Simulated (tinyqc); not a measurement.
Band edges of strained Si(1-x)Ge(x) on relaxed Si(1-y)Ge(y): sweeps and comparisons. A value that a table varies takes the place of the one given here.

Values are linear in the Ge fraction but for ED(x) = linear - CD x (1 - x) and a(x) = linear - Ca x (1 - x). Energies are on the common scale of Ev.

Coherent growth on a (110) face: e_par = (a(y) - a(x))/a(x), e_perp = -(C11 + 3 C12 - 2 C44)/(C11 + C12 + 2 C44) e_par; exx = eyy = (e_par + e_perp)/2, ezz = e_par, exy = (e_perp - e_par)/2, eyz = ezx = 0.

A valley with unit axis u lies at Ev + gap + (av + a_valley) tr(e) + Xu (u.e.u - tr(e)/3); the Delta axes are x, y, z and the L axes [111], [1-1-1], [-11-1], [-1-11]. The second-order shift of the Delta valleys under shear is left out; it lowers the pair normal to the sheared plane by tens of meV at a shear of 1 %.

Valence edges: Ev plus the levels of the 6 x 6 matrix of X, Y, Z times spin with -Dso/3 + l exx + m (eyy + ezz) on the diagonal (cyclic), n exy off it, l = av + 2 b, m = av - b, n = sqrt(3) d. Spin-orbit term (Dso/3) L.sigma on X, Y, Z with (L_k)_ij = -i epsilon_kij: <X+|H|Y+> = -i Dso/3, <X+|H|Z-> = Dso/3, <Y+|H|Z-> = -i Dso/3, <Z+|H|X-> = -Dso/3, <Z+|H|Y-> = i Dso/3, <X-|H|Y-> = i Dso/3, and their conjugates; + and - are the spin along z.

Coherent growth: e_par = (a(y) - a(x))/a(x). (001): e_perp = -2 (C12/C11) e_par; exx = eyy = e_par, ezz = e_perp, no shear. (111): e_perp = -(2 C11 + 4 C12 - 4 C44)/(C11 + 2 C12 + 4 C44) e_par; exx = eyy = ezz = (2 e_par + e_perp)/3 and exy = eyz = ezx = (e_perp - e_par)/3. (110): e_perp = -(C11 + 3 C12 - 2 C44)/(C11 + C12 + 2 C44) e_par; exx = eyy = (e_par + e_perp)/2, ezz = e_par, exy = (e_perp - e_par)/2, eyz = ezx = 0.

Values chosen for the exercise (end members near Si and Ge, in this order; shifted at random, so the results belong to these values and not to a real crystal):
- a = (5.425, 5.653) angstrom (lattice constant)
- Dso = (0.044, 0.287) eV (spin-orbit splitting)
- av = (2.44, 1.22) eV (valence hydrostatic potential)
- b = (-2.07, -2.51) eV (tetragonal shear potential)
- d = (-4.8, -5.26) eV (trigonal shear potential)
- C11 = (166.7, 129.6) GPa
- C12 = (63.7, 48.1) GPa
- C44 = (79.1, 66.2) GPa
- Ev = (0, 0.64) eV (top of the unstrained valence band)
- ED = (1.171, 0.936) eV (gap to the Delta valleys)
- EL = (1.992, 0.729) eV (gap to the L valleys)
- aD = (1.55, 1.29) eV (hydrostatic potential of the Delta gap)
- aL = (-3.39, -2.99) eV (hydrostatic potential of the L gap)
- XuD = (9.48, 9.62) eV (uniaxial potential, Delta)
- XuL = (16.29, 15.15) eV (uniaxial potential, L)
- CD = 0.212 eV (bowing of the Delta gap)
- Ca = 0 angstrom (bowing of the lattice constant)
- face = 110 (growth face)
- y = 0.44 (Ge fraction of the relaxed buffer)
- x = 0.21 (Ge fraction of the layer)

## Composition of the layer

The buffer is kept. dEc = Ec(buffer) - Ec(layer), dEv = Ev(layer) - Ev(buffer); buffer edges Ev(y) and Ev(y) + min(ED, EL). The digit behind Delta or L counts whole valleys.

Results:
```
x     e_par (%)  lowest valleys  gap (eV)  next valleys above (meV)  valence splitting (meV)  dEc (eV)  dEv (eV)
0.00       1.85          Delta4     1.037                       133                      199     0.061    -0.082
0.14       1.25          Delta4     1.030                        90                      130     0.054    -0.068
0.28       0.66          Delta4     1.025                        47                       63     0.035    -0.045
0.42       0.08          Delta4     1.017                         6                        7     0.005    -0.007
0.57      -0.53          Delta2     0.926                        38                       38    -0.002     0.091
0.71      -1.10          Delta2     0.839                        78                       71    -0.017     0.193
0.85      -1.66          Delta2     0.762                        39                       98    -0.043     0.297
0.99      -2.22              L2     0.586                       108                      122     0.025     0.405
```

How do the results move?

The gap is 1.037 eV in the first row and 0.586 eV in the last. The lowest valleys change: Delta4 to Delta2 between x = 0.42 and 0.57, Delta2 to L2 between x = 0.85 and 0.99. Per 0.1 of x the valence offset moves by +49 meV on average; the conduction offset lies between -43 and +61 meV, not monotonically. Both carriers sit on one side for x = 0.99, and on opposite sides elsewhere. Offsets below about 30 meV are within the spread of parameter sets, so those rows do not settle the type. Strains above 2 % can be kept only in layers of a few nanometres.

## Composition of the buffer

The layer is kept. dEc = Ec(buffer) - Ec(layer), dEv = Ev(layer) - Ev(buffer); buffer edges Ev(y) and Ev(y) + min(ED, EL). The digit behind Delta or L counts whole valleys.

Results:
```
y     e_par (%)  lowest valleys  gap (eV)  next valleys above (meV)  valence splitting (meV)  dEc (eV)  dEv (eV)
0.00      -0.87          Delta2     0.989                        63                       44     0.040     0.142
0.11      -0.42          Delta2     1.040                        30                       27     0.017     0.067
0.33       0.50          Delta4     1.059                        36                       47     0.021    -0.034
0.43       0.92          Delta4     1.030                        66                       91     0.044    -0.056
0.54       1.37          Delta4     0.996                        98                      142     0.073    -0.078
0.65       1.83          Delta4     0.961                       131                      194     0.108    -0.099
0.76       2.29          Delta4     0.925                       164                      246     0.148    -0.119
```

What does this show, and why?

The gap is 0.989 eV in the first row and 0.925 eV in the last, with its largest listed value, 1.059 eV, at y = 0.33: it peaks near the match y = x, since strain of either sign narrows it. The lowest valleys change: Delta2 to Delta4 between y = 0.11 and 0.33. Per 0.1 of y the valence offset moves by -34 meV on average; the conduction offset lies between +17 and +148 meV, not monotonically. Both carriers sit on one side for y = 0.00 and 0.11, and on opposite sides elsewhere. Offsets below about 30 meV are within the spread of parameter sets, so those rows do not settle the type. Strains above 2 % can be kept only in layers of a few nanometres.

## The same layer on three faces

dEc = Ec(buffer) - Ec(layer), dEv = Ev(layer) - Ev(buffer); buffer edges Ev(y) and Ev(y) + min(ED, EL). The digit behind Delta or L counts whole valleys.

Results:
```
face   e_par (%)  lowest valleys  gap (eV)  next valleys above (meV)  valence splitting (meV)  dEc (eV)  dEv (eV)  Delta spread (meV)  L spread (meV)
(001)       0.96          Delta2     0.943                       160                       91     0.139    -0.067                 160               0
(111)       0.96          Delta6     1.050                       421                       97     0.021    -0.056                   0             196
(110)       0.96          Delta4     1.027                        69                       95     0.046    -0.058                  69             154
```

What does this show?

On (001) only the Delta valleys split (160 meV), on (111) only the L valleys (196 meV), on (110) both (69 and 154 meV). The lowest valleys are Delta2 on (001), Delta6 on (111) and Delta4 on (110); the smallest gap is 0.943 eV on (001) and the largest 1.050 eV on (111).

## What each parameter does

dEc = Ec(buffer) - Ec(layer), dEv = Ev(layer) - Ev(buffer); buffer edges Ev(y) and Ev(y) + min(ED, EL). Each row changes one parameter from the base and keeps the others.

Results:
```
case                       gap (eV)  valence splitting (meV)  dEc (eV)  dEv (eV)
base                         1.0275                     95.4    0.0462   -0.0583
x = 0.24                     1.0264                     81.2    0.0419   -0.0530
y = 0.47                     1.0183                    109.2    0.0538   -0.0644
CD = 0.262 eV                1.0192                     95.4    0.0421   -0.0583
Ev = (0, 0.736) eV           1.0275                     95.4    0.0682   -0.0803
aL = (-3.898, -3.438) eV     1.0275                     95.4    0.0462   -0.0583
XuD = (10.902, 11.063) eV    1.0240                     95.4    0.0496   -0.0583
XuL = (18.733, 17.422) eV    1.0275                     95.4    0.0462   -0.0583
Dso = (0.051, 0.33) eV       1.0290                     94.0    0.0462   -0.0598
```

How do the results move?

The largest shifts from the base row, up to three for each result and ties (the steps differ in size, so this ranks the rows, not the parameters). gap (eV): y -0.0092, CD -0.0083, XuD -0.0034; unchanged at the printed digits by Ev, aL and XuL. valence splitting (meV): x -14.2, y +13.8, Dso -1.4; unchanged at the printed digits by CD, Ev, aL, XuD and XuL. dEc (eV): Ev +0.0221, y +0.0077, x -0.0042; unchanged at the printed digits by aL, XuL and Dso. dEv (eV): Ev -0.0221, y -0.0061, x +0.0052; unchanged at the printed digits by CD, aL, XuD and XuL. The lowest valleys of the layer are Delta4, so among the conduction-band potentials only those of that family reach the gap and dEc; the buffer is unstrained. A shift large enough to swap the lowest family would change that.

(tinyqc, `OMP_NUM_THREADS=1 python tinyqc.py 1050004 1050005 out.jsonl`, Intel(R) Xeon(R) Processor @ 2.30GHz, 1 thread, shared host, about 0.01 s.)
